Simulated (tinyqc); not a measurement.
Inside a calculation. Method: empirical pseudopotential in a few plane waves. One step of it, computed by the program tinyqc.

Question. Levels at G. Diagonalise the Hermitian matrix.

H(k) at G (eV), lower triangle (Hermitian):
```
                     +0+0+0               -1-1-1               -1-1+1               -1+1-1
+0+0+0             0.000000
-1-1-1   2.462894-0.856240i            11.514770
-1-1+1  -2.462894-0.856240i   0.000000+0.476199i            11.514770
-1+1-1  -2.462894-0.856240i   0.000000+0.476199i             0.789130            11.514770
-1+1+1  -2.462894+0.856240i            -0.789130   0.000000+0.476199i   0.000000+0.476199i
+1-1-1  -2.462894-0.856240i   0.000000+0.476199i             0.789130             0.789130
+1-1+1  -2.462894+0.856240i            -0.789130   0.000000+0.476199i             0.000000
+1+1-1  -2.462894+0.856240i            -0.789130             0.000000   0.000000+0.476199i
+1+1+1   2.462894+0.856240i             0.000000            -0.789130            -0.789130
-2+0+0   0.000000-0.476199i  -2.462894+0.856240i  -2.462894-0.856240i  -2.462894-0.856240i
+0-2+0   0.000000-0.476199i  -2.462894+0.856240i  -2.462894-0.856240i   0.394448-0.086586i
+0+0-2   0.000000-0.476199i  -2.462894+0.856240i   0.394448-0.086586i  -2.462894-0.856240i
+0+0+2   0.000000+0.476199i  -0.394448-0.086586i   2.462894+0.856240i  -0.394448+0.086586i
+0+2+0   0.000000+0.476199i  -0.394448-0.086586i  -0.394448+0.086586i   2.462894+0.856240i
+2+0+0   0.000000+0.476199i  -0.394448-0.086586i  -0.394448+0.086586i  -0.394448+0.086586i

                     -1+1+1               +1-1-1               +1-1+1               +1+1-1
-1+1+1            11.514770
+1-1-1             0.000000            11.514770
+1-1+1             0.789130   0.000000+0.476199i            11.514770
+1+1-1             0.789130   0.000000+0.476199i             0.789130            11.514770
+1+1+1   0.000000+0.476199i            -0.789130   0.000000+0.476199i   0.000000+0.476199i
-2+0+0   2.462894-0.856240i   0.394448-0.086586i  -0.394448-0.086586i  -0.394448-0.086586i
+0-2+0  -0.394448-0.086586i  -2.462894-0.856240i   2.462894-0.856240i  -0.394448-0.086586i
+0+0-2  -0.394448-0.086586i  -2.462894-0.856240i  -0.394448-0.086586i   2.462894-0.856240i
+0+0+2  -2.462894+0.856240i  -0.394448+0.086586i  -2.462894+0.856240i   0.394448+0.086586i
+0+2+0  -2.462894+0.856240i  -0.394448+0.086586i   0.394448+0.086586i  -2.462894+0.856240i
+2+0+0   0.394448+0.086586i   2.462894+0.856240i  -2.462894+0.856240i  -2.462894+0.856240i

                     +1+1+1     -2+0+0     +0-2+0     +0+0-2
+1+1+1            11.514770
-2+0+0  -0.394448+0.086586i  15.353026
+0-2+0  -0.394448+0.086586i   0.789130  15.353026
+0+0-2  -0.394448+0.086586i   0.789130   0.789130  15.353026
+0+0+2  -2.462894-0.856240i  -0.789130  -0.789130   0.000000
+0+2+0  -2.462894-0.856240i  -0.789130   0.000000  -0.789130
+2+0+0  -2.462894-0.856240i   0.000000  -0.789130  -0.789130

           +0+0+2     +0+2+0     +2+0+0
+0+0+2  15.353026
+0+2+0   0.789130  15.353026
+2+0+0   0.789130   0.789130  15.353026
```

Give: eigenvalues.

Answer.

eigenvalues (eV): -3.9495  6.4945  6.4945  6.4945  9.2872  10.9847  10.9847  10.9847  13.7748  13.7748  16.7329  19.3251  19.3251  19.3251  24.2032
